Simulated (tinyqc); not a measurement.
# Changing the shear strain e_s

Model: valley-orbit splitting of a donor ground state, with strain. Computed by tinyqc, a small Python program. Command: `OMP_NUM_THREADS=1 python tinyqc.py 3005824 3005825 out.jsonl valleyorbit sweep`. One thread of a shared host (Intel(R) Xeon(R) Processor @ 2.30GHz), about 0.01 s of CPU time with the checks.

The basis is the 1s envelope in each valley; energies are counted from the unstrained conduction-band edge. The strain is e_s (a a^T - 1/3) for the unit stress axis a, so valley j along n_j moves by Xi_u e_s w_j with w_j = (n_j.a)^2 - 1/3: +1/6 for x and y, -1/3 for z. The splitting at the zone boundary that a [110] shear adds for <100> valleys is left out.

Inputs (values chosen for the exercise, modelled on donors in silicon):
```
quantity,value,unit
single-valley binding energy E_0,32.5,meV
central-cell shift Lambda,0.869,meV
coupling Delta_1,3.2,meV
coupling Delta_2,2.36,meV
shear deformation potential Xi_u,8.62,eV
temperature T,50,K
donor density N_D,5.9e+14,cm^-3
density-of-states mass of one valley m_e,0.321,m_0
```

Valleys: six along <100>. Stress axis: [110].

Constants: k_B = 8.617333262e-05 eV/K; m_0 = 9.1093837015e-31 kg; k_B = 1.380649e-23 J/K; h = 6.62607015e-34 J s.

Method:
- H_jj = -(E_0 + Lambda) + Xi_u e_s w_j; H_jk = -Delta_2 between opposite valleys and -Delta_1 between perpendicular ones.
- Diagonalise H; the ground vector has positive components. The density at the nucleus, and so the contact hyperfine coupling, scales as (sum_j c_j)^2/(number of valleys), which is 1 without strain; the envelopes are held fixed.
- The binding energy is counted from the lowest valley edge, min_j Xi_u e_s w_j; the gap is from the ground state to the next level.
- z = sum over levels of exp(-(E - E_ground)/k_B T), the ground-state share being 1/z; N_c = 2 (2 pi m_e k_B T/h^2)^(3/2) sum_j exp(-(shift_j - lowest shift)/k_B T); n1 = N_c/(2 z) exp(-binding/k_B T), binding = lowest shift - E_ground; without compensation n = 2 N_D/(1 + sqrt(1 + 4 N_D/n1)) (Boltzmann statistics; p and higher states left out).

One run for each value:
```
shear strain e_s,hyperfine ratio A/A_0,binding energy under strain (meV),gap to the first excited state (meV),free electrons n (cm^-3)
0.00002,1.00000,48.472,17.463,7.5658e+13
0.00004,0.99998,48.414,17.405,7.5661e+13
0.00008,0.99993,48.301,17.292,7.5671e+13
0.00016,0.99971,48.075,17.066,7.5712e+13
0.00032,0.99880,47.632,16.623,7.5879e+13
0.00063,0.99518,46.808,15.799,7.6541e+13
0.00130,0.97828,45.187,14.178,7.9537e+13
0.00250,0.91906,42.853,11.844,8.9167e+13
0.00500,0.75453,39.957,8.948,1.1173e+14
```

Describe and explain the trends.

Over the rows, hyperfine ratio A/A_0 falls from 1.000 to 0.755; binding energy under strain (meV) falls from 48.5 to 40.0 (exponent d ln y / d ln x -0.0017 between the first rows and -0.10 between the last); gap to the first excited state (meV) falls from 17.5 to 8.95 (exponent d ln y / d ln x -0.0047 between the first rows and -0.40 between the last). Strain moves the ground state into the lowered valleys, so fewer valleys add in phase at the nucleus and less valley-orbit energy is gained.

Caution (rows 0.00500): strain lowers the binding by more than 15 %, so the envelope, held fixed here, would swell and lower A/A_0 further.

Extremes, crossings and ranges named in words are read from the listed rows.
